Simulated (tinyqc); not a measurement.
Inside a calculation. Model: free and trapped electrons in a MOS channel with a dense trap tail.

Program tinyqc, `OMP_NUM_THREADS=1 python tinyqc.py 2222028 2222029 out.jsonl`; Intel Xeon 2.30GHz, shared host, one thread, about 0.02 s. Printed values are rounded.

p-type body, charge-sheet picture, full ionisation (an idealisation for deep acceptors), Boltzmann statistics for free electrons. e = Ec - EF at the surface. Acceptor-like traps of density D(E) = D0 + De exp(-E/Ew) at depth E below Ec, from 0 to Eu, hold n_t = integral of D(E)/(1 + exp((e - E)/Vt)). psi = Eg - Vt ln(Nv/Na) - e; N_dep = sqrt(2 eps0 eps_r Na (psi - Vt)/q); n_f = sqrt(N_dep^2 + 2 eps0 eps_r Vt Nc exp(-e/Vt)/q) - N_dep; Vg = Vfb + psi + q (N_dep + n_t + n_f)/Cox, Cox = eps0 eox/tox.

Inputs (values chosen for the exercise); band and dielectric values close to those of silicon:
- T = 400 K (temperature)
- Eg = 1.13 eV (band gap)
- eps_r = 11.8 (relative permittivity)
- Nc = 4.31e19 cm^-3 (conduction-band density of states at T)
- Nv = 4.03e19 cm^-3 (valence-band density of states at T)
- eox = 3.9 (relative permittivity of the insulator)
- tox = 45 nm (insulator thickness)
- Na = 9.6e16 cm^-3 (acceptor density)
- Vfb = -0.99 V (flat-band voltage without trapped charge)
- D0 = 2.1e11 cm^-2 eV^-1 (constant background density of acceptor-like traps)
- De = 1.2e13 cm^-2 eV^-1 (density of the tail at the conduction edge)
- Ew = 0.11 eV (decay energy of the tail)
- Eu = 0.8 eV (depth below Ec down to which the traps reach)
- mf = 130 cm^2/(V s) (mobility of free electrons)
- e = 0.208 eV (Ec - EF at the surface)

Constants: q = 1.602176634e-19 C, kB = 1.380649e-23 J/K, Vt = kB T/q, eps0 = 8.8541878128e-14 F/cm where lengths are in cm. Results are converted to the units shown.

## Trapped charge

Trapezoid rule on 12 equal steps from 0 to Eu, f = 1/(1 + exp((e - E)/Vt)).

```
point      E (eV)  D(E) f (cm^-2 eV^-1)
0               0           2.917374e10
1      0.06666667           1.101103e11
2       0.1333333           3.887752e11
3             0.2           9.542788e11
4       0.2666667           1.076310e12
5       0.3333333           7.693358e11
6             0.4           5.241787e11
7       0.4666667           3.822620e11
8       0.5333333           3.040588e11
9             0.6           2.613188e11
10      0.6666667           2.379954e11
11      0.7333333           2.252716e11
12            0.8           2.183306e11
```

n_t = 3.571765e11 cm^-2

With 1600 steps n_t = 3.574e11 cm^-2; the coarse value is 0.065 % below it.

## Charges and gate voltage

psi, N_dep, n_f and Vg as defined, with the n_t given; free share n_f/(n_f + n_t); apparent mobility mf n_f/(n_f + n_t); gate voltage spent on traps q n_t/Cox.

psi = 0.7138136 V
N_dep = 9.222650e11 cm^-2
n_f = 2.482471e10 cm^-2
Vg = 2.446990 V
free share = 6.498594 %
apparent mobility = 8.448172 cm^2/(V s)
gate voltage spent on traps = 0.7457486 V
